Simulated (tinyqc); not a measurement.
Resistance of a source-drain extension with a graded tip: one step of the calculation.

y runs along the channel, the gate covers y > 0. The doping is N0 for y < y0 and N0 10^(-(y - y0)/la) beyond, uniform over the depth xj. Sheet conductance s(y) = q mu(N) max(N - Nch, 0) xj + (for y > 0) ma Cox Vo, with mu(N) = u0 + (u1 - u0)/(1 + (N/Nr)^au) and Cox = eps0 eox/tox. Current is taken as one-dimensional; depletion of the tip, spreading and the contact are left out. The metallurgical junction lies at yj, where N = Nch.

Problem. Resistance of the overlapped part. Midpoint rule on 10 equal steps from 0 to yj: R_ov = sum h/s(y), per width.

Values chosen for this exercise; mobility law close to that of holes in silicon: relative permittivity of the gate insulator (close to silicon dioxide) eox = 3.9; insulator thickness tox = 1.3 nm; active doping of the extension far from the gate N0 = 1.4e20 cm^-3; lateral abruptness la = 5.3 nm/decade; position under the gate where the fall begins (gate edge at 0) y0 = 0.1 nm; depth of the extension xj = 9 nm; channel doping Nch = 2.6e18 cm^-3; gate overdrive Vo = 0.72 V; mobility of the gate-induced layer ma = 56 cm^2/(V s); mobility at low doping u1 = 470.5 cm^2/(V s); mobility at high doping u0 = 44.9 cm^2/(V s); reference doping Nr = 2.23e17 cm^-3; exponent au = 0.719.

Constants: q = 1.602176634e-19 C, eps0 = 8.8541878128e-14 F/cm where lengths are in cm. Results are converted to the units shown.

Find: y; N; doped conductance; sheet resistance; R_ov.

Solution.

```
point,y (nm),N (cm^-3),doped conductance (uS),sheet resistance (ohm/square)
0,0.4638,1.195e20,834.5,1062
1,1.391,7.989e19,568.5,1480
2,2.319,5.339e19,388.4,2018
3,3.246,3.569e19,265.7,2683
4,4.174,2.385e19,181.4,3466
5,5.101,1.594e19,122.7,4352
6,6.029,1.065e19,81.01,5316
7,6.956,7.120e18,50.50,6345
8,7.884,4.759e18,27.18,7447
9,8.811,3.180e18,8.348,8662
```

R_ov = 39.73 ohm um

Numbers from tinyqc (`OMP_NUM_THREADS=1 python tinyqc.py 2282212 2282213 out.jsonl`; about 0.03 s on one thread of a shared Intel Xeon 2.30GHz).
